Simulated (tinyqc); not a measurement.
Electron continuity equation in a given potential, Scharfetter-Gummel discretisation: current and errors against the applied potential.

Steady state in one dimension: J = q mu n E + q D dn/dx with E = -dpsi/dx and D = mu Vt, dJ/dx = q (n/tau - G), fixed densities nL and nR at the ends. The potential is given, psi = U x/L, and is not changed by the electrons.

12 equal intervals. Fluxes J_i = (q D/h)(n_(i+1) P_i - n_i Q_i), d_i = (psi_(i+1) - psi_i)/Vt: Scharfetter-Gummel P = B(d), Q = B(-d), B(d) = d/(exp(d) - 1); central P = 1 - d/2, Q = 1 + d/2; upwind P = 1 + max(-d, 0), Q = 1 + max(d, 0). Balance at each inner node: J_i - J_(i-1) = q h (n_i/tau - G). The reference is Scharfetter-Gummel on 4000 intervals or more. Errors are those of J on the first interval against the reference at its midpoint; errors under 1e-6 % are printed as 0.

Inputs (values chosen for the exercise); mobility close to that of In0.53Ga0.47As at room temperature:
```
symbol,value,unit,meaning
T,450,K,temperature
mu,11100,cm^2/(V s),electron mobility
L,0.36,um,length of the region
nL,1.2e14,cm^-3,density at x = 0
nR,0,cm^-3,density at x = L
tau,1.5e-13,s,lifetime
G,1.4e25,cm^-3 s^-1,uniform generation rate
```

Constants: q = 1.602176634e-19 C, kB = 1.380649e-23 J/K, Vt = kB T/q. Results are converted to the units shown.

Results:
columns A: U (V); B: largest |d|; C: reference J (A/cm^2); D: SG error (%); E: central error (%); F: upwind error (%); G: most negative central n (cm^-3), 0 if none
```
A            B         C      D       E     F  G
0.023  0.04943    -910.7  0.218   0.207  1.55  0
0.093   0.1999     -1152  0.486   0.347  4.44  0
0.23    0.4943     -1727  0.803   0.315  6.06  0
0.47     1.010     -2936   1.01   0.162  5.10  0
0.7      1.504     -4202   1.05  0.0892  3.96  0
1.4      3.009     -8236  0.993  0.0256  2.20  0
2.1      4.513  -1.234e4  0.878  0.0122  1.50  0
```

Estimate the missing row, U = 1 V.

Computed row:
columns A: U (V); B: largest |d|; C: reference J (A/cm^2); D: SG error (%); E: central error (%); F: upwind error (%); G: most negative central n (cm^-3), 0 if none
```
A      B      C     D       E     F  G
1  2.149  -5913  1.04  0.0480  2.98  0
```

With this row back in the table: The reference current falls from -911 to -12300 A/cm^2. The largest errors in size are 1.1 % (Scharfetter-Gummel), 0.35 % (central) and 6.1 % (upwind). With sources Scharfetter-Gummel is no longer exact, since it takes J constant over each interval, and it is not always the most accurate for J.

Range of the model: The drift velocity mu E exceeds 1e7 cm/s somewhere, where real mobilities no longer stay constant.

tinyqc, about 0.01 s, one thread, Intel Xeon 2.30GHz (shared host): `OMP_NUM_THREADS=1 python tinyqc.py 2220019 2220020 out.jsonl`
